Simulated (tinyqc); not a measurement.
From Ry* back to electron mass m: hydrogenic impurity: series, fields, screening, photoionisation and donor-acceptor pairs. Computed by tinyqc, a small Python program. Command: `OMP_NUM_THREADS=1 python tinyqc.py 3021234 3021235 out.jsonl hydrogenic inv`. One thread of a shared host (Intel(R) Xeon(R) Processor @ 2.30GHz), about 0.02 s of CPU time with the checks.

One isotropic, parabolic band. Effective units: Ry* and a*, in which H = -nabla^2 - 2/r.

Inputs (values chosen for the exercise, modelled on ZnSe): dielectric constant eps = 9.4.

Parts treated: magnetic field and screening.

Constants: Ry = 13.605693123 eV; a_0 = 0.529177210903 angstrom; h x 1 THz = 4.135667696 meV.

Method. Ry* = Ry m/eps^2, a* = a_0 eps/m; level n is bound by Ry*/n^2; <r> = (3/2) a* in 1s; lines 1s -> np at Ry* (1 - 1/n^2); 1 THz = 4.135667696 meV.

Task: A run gave the result below. Find the electron mass m, known to lie between 0.13 and 0.22 m_0.

Ry* = 23.77455 meV

Result:

Each step takes the trial c = (a f_b - b f_a)/(f_b - f_a), f being the result less the target and a, b, c the logarithms of the listed values; c replaces end b, the old b replaces a if the sign of f changed, and otherwise f_a is halved.

Scan of the range:
```
electron mass m (m_0),Ry* (meV)
0.130,20.0174
0.142,21.8652
0.155,23.8669
0.169,26.0227
0.185,28.4863
0.202,31.1040
0.220,33.8757
```

False position (Illinois rule, in the logarithm of the input) inside the bracket:
```
step,end a,end b,trial,Ry* (meV)
1,0.142000,0.155000,0.154375,23.7706
2,0.155000,0.154375,0.154400,23.7745
3,0.155000,0.154400,0.154400,23.7746
4,0.154400,0.154400,0.154400,23.7746
```

Ry* rises at every point of a 13-point scan of the range (every second point is shown), so one value fits; it is bracketed by 0.142 and 0.155. The scan shows a pure power law with exponent 1.000, so scaling from any one row also gives the answer directly. Answer: electron mass m = 0.1544 m_0.
